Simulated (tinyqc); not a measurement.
Worked calculation: tight binding, kagome lattice. Computed by tinyqc, a small Python program that keeps every step. Settings: t1 = 1.72, t2 = 1.72, delta = 0, bands filled = 2. Command: `OMP_NUM_THREADS=1 python tinyqc.py 22678 22679 out.jsonl` (the two numbers bound the seeds that draw the settings). One thread of a shared host (Intel(R) Xeon(R) Processor @ 2.60GHz), about 0.01 s of CPU time with the checks.

## Bloch Hamiltonian at k

Parameters chosen for this model:
```
parameter     value                unit
t1         1.720000    eV, up triangles
t2         1.720000  eV, down triangles
delta             0        eV on site C
```

k point k (fractions of the reciprocal vectors): 0.4700  -0.3100

H_AB = -t1 - t2 exp(-i k.a1), H_AC = -t1 - t2 exp(-i k.a2), H_BC = -t1 - t2 exp(i k.(a1 - a2)), H_CC = delta.

H(k) at k (eV), lower triangle (Hermitian):
```
                 A                B       C
A           0.0000
B  -0.0305-0.3223i           0.0000
C  -1.0868+1.5992i  -2.0423-1.6895i  0.0000
```

## Levels at k

Diagonalise the Hermitian matrix.

eigenvalues (eV): -3.1320  -0.3080  3.4400

weights |c|^2 of the basis functions:
```
   band 1  band 2  band 3
A  0.1500  0.6548  0.1952
B  0.3271  0.3443  0.3286
C  0.5229  0.0009  0.4762
```

## Bloch Hamiltonian at K

k point K (fractions of the reciprocal vectors): 0.3333  0.6667

As before.

H(k) at K (eV), lower triangle (Hermitian):
```
                 A                B       C
A           0.0000
B  -0.8600-1.4896i           0.0000
C  -0.8600+1.4896i  -0.8600-1.4896i  0.0000
```

## Levels at K

As before.

eigenvalues (eV): -1.7200  -1.7200  3.4400

## Bands along a path

The same steps at evenly spaced points between the labelled ones.

Bands along the path (eV):
```
k           band 1   band 2  band 3
G          -6.8800   3.4400  3.4400
G-K 0.25   -6.4191   2.9791  3.4400
G-K 0.50   -5.1600   1.7200  3.4400
G-K 0.75   -3.4400        0  3.4400
K          -1.7200  -1.7200  3.4400
K-M 0.25   -2.4324  -1.0076  3.4400
K-M 0.50   -2.9791  -0.4609  3.4400
K-M 0.75   -3.3228  -0.1172  3.4400
M          -3.4400        0  3.4400
M-K' 0.25  -3.3228  -0.1172  3.4400
M-K' 0.50  -2.9791  -0.4609  3.4400
M-K' 0.75  -2.4324  -1.0076  3.4400
K'         -1.7200  -1.7200  3.4400
```

With 2 band(s) filled, the highest filled level on these points lies at G and the lowest empty one at G-K 0.25: the bands touch or overlap, so there is no gap.
